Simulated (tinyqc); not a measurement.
Gate sweep: ballistic transport through the one-dimensional subbands of a rectangular nanowire or nanosheet channel. Computed by tinyqc, a small Python program. Command: `OMP_NUM_THREADS=1 python tinyqc.py 3021589 3021590 out.jsonl wire walk`. One thread of a shared host (Intel(R) Xeon(R) Processor @ 2.30GHz), about 0.04 s of CPU time with the checks.

Hard walls, parabolic subbands, transport along x. Energies are counted from the bulk conduction band edge at the top of the barrier, which the gate pulls down by U; the source Fermi level lies at the bulk edge when U = 0.

Inputs (values chosen for the exercise, modelled on silicon):

| quantity | value | unit |
|---|---|---|
| light mass m_t | 0.19 | m_0 |
| heavy mass m_l | 0.924 | m_0 |
| height a | 3.1 | nm |
| width b | 4.8 | nm |
| equivalent oxide thickness t | 1.2 | nm |
| drain voltage V_D | 0.01 | V |
| temperature T | 150 | K |

Valleys: silicon [100] wire.

Constants: hbar^2/(2 m_0) = 3.80998212 eV angstrom^2; k_B = 8.617333262e-05 eV/K; m_0 = 9.1093837015e-31 kg; k_B = 1.380649e-23 J/K; hbar = 1.054571817e-34 J s; eps_0 = 8.8541878128e-12 F/m; e = 1.602176634e-19 C; h = 6.62607015e-34 J s.

Method:
- E_pq = (hbar^2 pi^2/2)(p^2/(m_y b^2) + q^2/(m_z a^2)); valley pairs: (m_x, m_y, m_z) = (m_t, m_t, m_l), (m_t, m_l, m_t), (m_l, m_t, m_t), each with degeneracy g = 2; the 10 lowest subbands are kept.
- F_j(eta) = (1/Gamma(j + 1)) int_0^infinity x^j/(1 + exp(x - eta)) dx, F_0 = ln(1 + exp(eta)). Integrals over x = E/(k_B T) use 160 Gauss-Legendre points in u = sqrt(x) from 0 to sqrt(max(eta, 0) + 32).
- With degeneracy g = 2, eta_i = (U - E_i)/(k_B T) and u = e V_D/(k_B T): line density n = sum_i g sqrt(2 m_x k_B T/pi)/(2 hbar) [F_-1/2(eta_i) + F_-1/2(eta_i - u)]; gate: e n = C_ox (V_G - U/e), C_ox = 3.9 eps_0 2 (a + b)/t (flat-plate estimate); I = (2 e k_B T/h) sum_i g [F_0(eta_i) - F_0(eta_i - u)].
- Open modes are sum_i g/(1 + exp(-eta_i)). The last column is e dn/dV_G over C_ox, taken up to the next row.

Subbands:

| valley axis | p | q | E (meV) | m_x (m_0) |
|---|---|---|---|---|
| z | 1 | 1 | 128.246 | 0.190 |
| y | 1 | 1 | 223.606 | 0.190 |
| z | 1 | 2 | 255.289 | 0.190 |
| y | 2 | 1 | 276.595 | 0.190 |
| x | 1 | 1 | 291.841 | 0.924 |
| y | 3 | 1 | 364.911 | 0.190 |
| z | 2 | 1 | 385.942 | 0.190 |
| z | 1 | 3 | 467.026 | 0.190 |
| y | 4 | 1 | 488.553 | 0.190 |
| z | 2 | 2 | 512.985 | 0.190 |

Against the gate voltage:

| V_G (V) | U (meV) | n (1/nm) | I (microampere) | open modes | C_g/C_ox |
|---|---|---|---|---|---|
| -0.170 | -170.00 | 1.9975e-11 | 1.0296e-10 | 1.9085e-10 | 1.4084e-07 |
| -0.072 | -72.00 | 3.9188e-08 | 2.0199e-07 | 3.7442e-07 | 1.2227e-03 |
| 0.048 | 47.85 | 4.1642e-04 | 2.1458e-03 | 3.9754e-03 | 3.8372e-01 |
| 0.180 | 129.20 | 1.4415e-01 | 6.5684e-01 | 1.0385e+00 | 7.6312e-01 |
| 0.280 | 152.89 | 3.6071e-01 | 1.2728e+00 | 1.7505e+00 | 7.5194e-01 |
| 0.410 | 185.14 | 6.3811e-01 | 1.5805e+00 | 2.0838e+00 | 7.6124e-01 |
| 0.550 | 218.56 | 9.4054e-01 | 2.1148e+00 | 2.9450e+00 | 8.5034e-01 |
| 0.710 | 242.51 | 1.3266e+00 | 3.1144e+00 | 4.3428e+00 | 8.9269e-01 |
| 0.880 | 260.75 | 1.7573e+00 | 4.1194e+00 | 5.7216e+00 | 9.1885e-01 |
| 1.100 | 278.61 | 2.3309e+00 | 5.3063e+00 | 7.2984e+00 | - |

What follows from these numbers?

Between the first two rows the current rises one decade per 30 mV, against the limit ln(10) k_B T/e = 30 mV. Above threshold C_g/C_ox lies between 0.75 and 0.92: the quantum capacitance in series costs little, since heavy or many subbands hold the charge. It dips where a subband has filled past its van Hove peak and recovers when the next one opens or the drain starts to fill the band.

Extremes, crossings and ranges named in words are read from the listed rows.
